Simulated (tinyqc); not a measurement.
# Gain factor and gap resistance from two string resistances

Problem. At small bit-line voltage each of the 96 cells has the resistance 1/(K x) at overdrive x (no mobility reduction) in series with a gap resistance Rg. Find K, Rg and the share of the gaps at the higher overdrive.

resistance of a string of 96 equal cells at overdrives of 3.2 and 8.2 V (kohm): 7807.2000  3234.0293

Answer. The resistance per cell is a straight line in 1/x with slope 1/K and intercept Rg.

K = 4.00 uA/V^2
Rg = 3.20 kohm
share of the gaps = 9.50 %

tinyqc, about 0.7 s, one thread, Intel Xeon 2.30GHz (shared host): `OMP_NUM_THREADS=1 python tinyqc.py 2142095 2142096 out.jsonl`
